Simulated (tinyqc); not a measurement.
# From mean phonon number in b back to coupling g

Model: Holstein polaron on two sites. Computed by tinyqc, a small Python program. Command: `OMP_NUM_THREADS=1 python tinyqc.py 3015992 3015993 out.jsonl holstein inv`. One thread of a shared host (Intel(R) Xeon(R) Processor @ 2.30GHz), about 0.04 s of CPU time with the checks.

One electron on sites 1 and 2: H = -t (c1+ c2 + c2+ c1) + hbar omega sum_i b_i+ b_i - g hbar omega sum_i n_i (b_i + b_i+). The symmetric phonon shifts the energy by -g^2 hbar omega/2 and drops out; with b = (b_1 - b_2)/sqrt(2) there remains H = -t sigma_x + hbar omega b+ b - (g hbar omega/sqrt(2)) sigma_z (b + b+). Parity splits it into blocks p = +1 and -1 over phonon numbers n. Zero-point energies are left out. Weights Z refer to mode b alone; the displaced symmetric mode multiplies the full zero-phonon weight by exp(-g^2/2).

Inputs (values chosen for the exercise, for a model dimer): hopping t = 36 meV; phonon energy hbar omega = 20.4 meV.

Method. Block p: H_nn = n hbar omega - p t (-1)^n - g^2 hbar omega/2, H_(n,n+1) = -(g hbar omega/sqrt(2)) sqrt(n + 1). Use 60 levels in both blocks; Z = c_0^2 is the weight of n = 0 in the ground state c; the splitting is the lowest odd level less the lowest even one, which without coupling is the smaller of 2t and hbar omega; <sigma_x> = sum (-1)^n c_n^2 measures the kinetic energy.

Question. A run gave the result below. Find the coupling g, known to lie between 1.9 and 3.4.

mean phonon number in b = 1.594929

Answer.

Each step takes the trial c = (a f_b - b f_a)/(f_b - f_a), f being the result less the target and a, b, c the logarithms of the listed values; c replaces end b, the old b replaces a if the sign of f changed, and otherwise f_a is halved.

Scan of the range:

| coupling g | mean phonon number in b |
|---|---|
| 1.90 | 0.80183 |
| 2.09 | 1.34160 |
| 2.31 | 2.07920 |
| 2.54 | 2.83382 |
| 2.80 | 3.65032 |
| 3.09 | 4.57464 |
| 3.40 | 5.62377 |

False position (Illinois rule, in the logarithm of the input) inside the bracket:

| step | end a | end b | trial | mean phonon number in b |
|---|---|---|---|---|
| 1 | 2.09000 | 2.31000 | 2.16309 | 1.58182 |
| 2 | 2.31000 | 2.16309 | 2.16684 | 1.59439 |
| 3 | 2.31000 | 2.16684 | 2.16715 | 1.59542 |
| 4 | 2.16684 | 2.16715 | 2.16700 | 1.59493 |
| 5 | 2.16715 | 2.16700 | 2.16700 | 1.59493 |

Mean phonon number in b rises at every point of a 13-point scan of the range (every second point is shown), so one value fits; it is bracketed by 2.09 and 2.31. Answer: coupling g = 2.167.
